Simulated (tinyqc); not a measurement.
n-type polysilicon, carrier trapping at grain boundaries: one step of the calculation.

One-dimensional grains of size Lg, uniform ionised doping N, monovalent traps Qt at each boundary at a depth Et below (for electrons) or above (for holes) the band edge there, abrupt depletion of width W on each side of a boundary, Boltzmann statistics. xi is the distance from the band edge at the grain centre to the Fermi level. Trapped charge Qt/(1 + exp((xi + VB - Et)/Vt)) = 2 N W, barrier VB = q N W^2/(2 eps0 eps_r).

Task. Depletion width, Fermi level and barrier. If the trap equation with xi = Vt ln(NB/N) has a root W < Lg/2, the grain is partly depleted; otherwise W = Lg/2 and the trap equation gives xi = Et - VB + Vt ln(Qt/(N Lg) - 1). N* = Qt/Lg.

Values chosen for this exercise; values of the order met in polycrystalline silicon:
```
symbol   value   unit                                                              meaning
T          300      K                                                          temperature
eps_r     11.7                                                       relative permittivity
NB      2.8e19  cm^-3                               conduction-band density of states at T
Lg          34     nm                                                           grain size
Qt      4.1e12  cm^-2                                     trap density of a grain boundary
Et        0.42     eV  depth of the trap level from the majority band edge at the boundary
N       5.7e17  cm^-3                                                               doping
```

Constants: q = 1.602176634e-19 C, kB = 1.380649e-23 J/K, Vt = kB T/q, eps0 = 8.8541878128e-14 F/cm where lengths are in cm. Results are converted to the units shown.

Give: N*; W; xi; VB; share of traps filled.

Result.

N* = 1.2059e18 cm^-3
W = 17.000 nm
xi = 0.29544 V
VB = 0.12739 V
share of traps filled = 0.47268

N is 0.473 N*, and the grain is fully depleted; VB = 4.93 Vt.

Computed by the program tinyqc: `OMP_NUM_THREADS=1 python tinyqc.py 2830016 2830017 out.jsonl`, one thread of a shared Intel Xeon 2.30GHz, about 0.01 s for the whole run.
